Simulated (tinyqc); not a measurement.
Inside a calculation: sp3s* tight binding. Values are carried at full precision from step to step, so a last printed digit may differ when a step is redone from the rounded ones.

sp3s* tight binding, nearest neighbours only: anion (a) at 0, cation (c) at a/4 (1,1,1), orbitals s, px, py, pz, s* on each; k in units of 2 pi/a. With phases e_j = exp(i (pi/2) k.n_j) for n = (1,1,1), (1,-1,-1), (-1,1,-1), (-1,-1,1): g0 = (e1+e2+e3+e4)/4, g1 = (e1+e2-e3-e4)/4, g2 = (e1-e2+e3-e4)/4, g3 = (e1-e2-e3+e4)/4. The diagonal holds the levels Esa, Epa, Exa (s*) and Esc, Epc, Exc. Anion-cation block: <sa|sc> = Vss g0; <sa|xc> = Vsapc g1; <xa|sc> = -Vscpa g1; <xa|xc> = Vxx g0; <xa|yc> = <ya|xc> = Vxy g3, <xa|zc> = <za|xc> = Vxy g2, <ya|zc> = <za|yc> = Vxy g1; <s*a|xc> = Vxapc g1; <xa|s*c> = -Vpaxc g1; y and z take g2 and g3 in place of g1; s-s* and s*-s* vanish.

Constants: hbar^2/2m0 = 3.80998211 eV angstrom^2.

Inputs chosen for the exercise (near a published set for Si, fitted to gaps, whose masses and valley positions are rough; shifted at random, so the results belong to these values and not to a real crystal): k = (0.52, 0.52, 0) 2 pi/a (wave vector); Esa = -4.209 eV (s level of the anion); Epa = 1.699 eV (p level of the anion); Esc = -4.209 eV (s level of the cation); Epc = 1.699 eV (p level of the cation); Exa = 6.641 eV (s* level of the anion); Exc = 6.641 eV (s* level of the cation); Vss = -8.179 eV (s-s); Vxx = 1.689 eV (px-px); Vxy = 4.527 eV (px-py); Vsapc = 5.711 eV (s anion, p cation); Vscpa = 5.711 eV (s cation, p anion); Vxapc = 5.372 eV (s* anion, p cation); Vpaxc = 5.372 eV (p anion, s* cation); a = 5.43 angstrom (lattice constant).

## Phase sums

Form g0 to g3 at this k.

g0, g1, g2, g3: 0.46860  0.49901i  0.49901i  -0.53140

## The Hamiltonian without spin-orbit coupling

Fill in the 10 x 10 matrix.

H(k) (eV), lower triangle (Hermitian):
```
           sa        xa        ya        za       s*a       sc      xc      yc      zc     s*c
sa    -4.2090
xa          0    1.6990
ya          0         0    1.6990
za          0         0         0    1.6990
s*a         0         0         0         0    6.6410
sc    -3.8327   2.8499i   2.8499i    3.0348         0  -4.2090
xc   -2.8499i    0.7915   -2.4056  -2.2590i  -2.6807i        0  1.6990
yc   -2.8499i   -2.4056    0.7915  -2.2590i  -2.6807i        0       0  1.6990
zc    -3.0348  -2.2590i  -2.2590i    0.7915   -2.8547        0       0       0  1.6990
s*c         0   2.6807i   2.6807i    2.8547         0        0       0       0       0  6.6410
```

## Levels at this k

Diagonalise H, which belongs to k = (0.52, 0.52, 0) (2 pi/a). Four bands are filled (two electrons each); give the make-up of band 5, the lowest empty one.

levels (eV): -10.1535  -6.2608  -2.6548  -1.4981  1.7872  2.5673  4.8961  5.9085  9.8533  10.6127

weights of band 5: s 0.114, p 0.472, s* 0.414

weight of band 5 on atom a = 0.500

The vertical gap at this k is 3.2853 eV; band 5 is mostly p-like.

## Levels at Gamma

At k = 0 only g0 = 1 is left and H falls into 2 x 2 blocks [[E_a, V], [V, E_c]] with roots (E_a + E_c)/2 -/+ sqrt(((E_a - E_c)/2)^2 + V^2); the s* levels stay uncoupled. The direct gap runs from the highest lower root of the p blocks to the lowest upper root.

Blocks at Gamma (eV):

| block | E_a | E_c | V | lower root | upper root |
|---|---|---|---|---|---|
| s (Gamma1) | -4.2090 | -4.2090 | -8.1790 | -12.3880 | 3.9700 |
| p (Gamma15) | 1.6990 | 1.6990 | 1.6890 | 0.0100 | 3.3880 |

direct gap at Gamma = 3.3780 eV

The lowest empty level at Gamma is p-like.

## Bands near the gap

Diagonalise at L = (1/2,1/2,1/2), X = (1,0,0), W = (1,1/2,0), K = (3/4,3/4,0) and at the fractions named between them; energies from the top of the valence band at Gamma; 4 bands are filled.

Levels (eV):

| k | level 2 | level 3 | level 4 | level 5 | level 6 |
|---|---|---|---|---|---|
| L | -7.087 | -1.419 | -1.419 | 2.427 | 2.458 |
| L-G 0.5 | -3.924 | -0.812 | -0.812 | 2.326 | 3.904 |
| G | 0.000 | 0.000 | 0.000 | 3.378 | 3.378 |
| G-X 0.2 | -0.968 | -0.441 | -0.441 | 2.789 | 3.819 |
| G-X 0.4 | -2.867 | -1.302 | -1.302 | 1.855 | 3.938 |
| G-X 0.6 | -4.863 | -2.106 | -2.106 | 1.249 | 3.229 |
| G-X 0.7 | -5.806 | -2.417 | -2.417 | 1.139 | 2.795 |
| G-X 0.8 | -6.692 | -2.648 | -2.648 | 1.165 | 2.355 |
| G-X 0.9 | -7.517 | -2.790 | -2.790 | 1.320 | 1.941 |
| X | -8.279 | -2.838 | -2.838 | 1.586 | 1.586 |
| W | -8.279 | -2.838 | -2.838 | 1.586 | 1.586 |
| K | -7.809 | -3.049 | -2.422 | 1.571 | 1.736 |
| K-G 0.5 | -4.598 | -1.978 | -0.876 | 2.195 | 3.268 |

On these points the lowest empty level is lowest at G-X 0.7, 1.139 eV above the top.

## Valleys and masses

The lowest conduction level at Gamma, at its minimum on (x,0,0) for x from 0.5 to 1, and at the point L (L, and X where the search ends there, need not be minima in this model; a zero or negative inverse mass shows it). Inverse masses m0/m = (E(+h) + E(-h) - 2 E)/(2 c q^2) with c = hbar^2/2m0, q = h 2 pi/a, h = 0.002; longitudinal along the valley axis ([100] at Gamma and Delta, [111] at L), transverse along [010] or [1-10]. A dash: the next level lies within 0.15 eV, so a single mass has no use there.

Valleys:

| valley | x (2 pi/a) | E - Ev (eV) | m0/m_l | m0/m_t |
|---|---|---|---|---|
| Gamma | 0.0000 | 3.3780 | - | - |
| Delta | 0.7306 | 1.1324 | 1.33 | 0.61 |
| L | 0.5000 | 2.4269 | - | - |

Of these three the lowest is the Delta line, which makes the gap indirect, 1.1324 eV. At Delta m0/m_t is 0.61. This nearest-neighbour model is fitted to gaps: it places the Delta minimum and the masses at Delta and L only roughly (transverse masses can be several times too heavy), and since its bands are flat from X to W the transverse mass grows too heavy towards X; d orbitals or second neighbours cure this.

## Checks

- Direct gap at Gamma from the blocks against the full matrix: both 3.37800.

Run: tinyqc, `OMP_NUM_THREADS=1 python tinyqc.py 1451775 1451776 out.jsonl`; Intel(R) Xeon(R) Processor @ 2.30GHz, one thread, shared host; about 0.07 s of CPU time with all checks.
